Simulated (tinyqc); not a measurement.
# From decay length back to segregation energy E_s

Model: surface segregation during layer-by-layer epitaxy: two-layer exchange kinetics and the shape of quantum wells and delta layers. Computed by tinyqc, a small Python program. Command: `OMP_NUM_THREADS=1 python tinyqc.py 3010808 3010809 out.jsonl mbeseg inv`. One thread of a shared host (Intel(R) Xeon(R) Processor @ 2.30GHz), about 0.03 s of CPU time with the checks.

Atoms A and B exchange only between the growing layer and the one below it. B is supplied for N layers, then pure A follows.

Inputs (values chosen for the exercise, close to those used for gallium in AlAs):
```
quantity,value,unit
barrier E1 for B to move up,2.07,eV
attempt frequency nu,10,THz
growth rate G,0.94,layers/s
share x0 of B in the flux during the well,0.63,-
layers in the well N,4,-
layer thickness,2.83,angstrom
temperature T,590,C
```

Constants: k_B = 8.617333262e-05 eV/K.

Method:
- p1 = nu exp(-E1/(k_B T)) (B up, A down), p2 = nu exp(-(E1 + E_s)/(k_B T)) (B down); time per layer tau = 1/G; K = p1/p2.
- Temperatures in kelvin are T(C) + 273.15.
- Dilute equilibrium share passed up per layer R_eq = K/(1 + K).
- Each layer is deposited complete with B share x_dep and then exchanges for the time tau = 1/G with the layer below, whose share is b (total c = s + b fixed): ds/dt = p1 b (1 - s) - p2 s (1 - b), s(0) = x_dep. With the roots s1 < s2 of the right side, (s - s1)/(s - s2) = [(s(0) - s1)/(s(0) - s2)] exp(-(p1 - p2)(s2 - s1) tau). The lower layer is then buried with c - s, and s becomes the b of the next layer.
- In the dilute tail each layer passes up the share R = R_eq (1 - exp(-(p1 + p2) tau)); decay length = -layer thickness/ln R.
- Index 0 is the last layer of pure A below the well. Share of B outside the intended layers 1..N = 1 - (sum over 1..N)/(N x0).

Problem. A run gave the result below. Find the segregation energy E_s, known to lie between 0.051 and 0.14 eV.

decay length = 11.27611 angstrom

Solution.

Each step takes the trial c = (a f_b - b f_a)/(f_b - f_a), f being the result less the target and a, b, c the logarithms of the listed values; c replaces end b, the old b replaces a if the sign of f changed, and otherwise f_a is halved.

Scan of the range:
```
segregation energy E_s (eV),decay length (angstrom)
0.0510,6.9368
0.0603,7.6944
0.0714,8.7291
0.0845,10.1629
0.1000,12.2155
0.1180,15.1971
0.1400,19.9630
```

False position (Illinois rule, in the logarithm of the input) inside the bracket:
```
step,end a,end b,trial,decay length (angstrom)
1,0.084500,0.100000,0.0925817,11.1803
2,0.100000,0.092582,0.0932446,11.2687
3,0.100000,0.093245,0.0933461,11.2823
4,0.093245,0.093346,0.0933000,11.2761
5,0.093346,0.093300,0.0933000,11.2761
```

Decay length rises at every point of a 13-point scan of the range (every second point is shown), so one value fits; it is bracketed by 0.0845 and 0.100. Answer: segregation energy E_s = 0.09330 eV.

Caution: two-layer exchange with complete layers is a simplification that can understate segregation at low temperature; desorption, step-edge exchange and surfactants are left out.
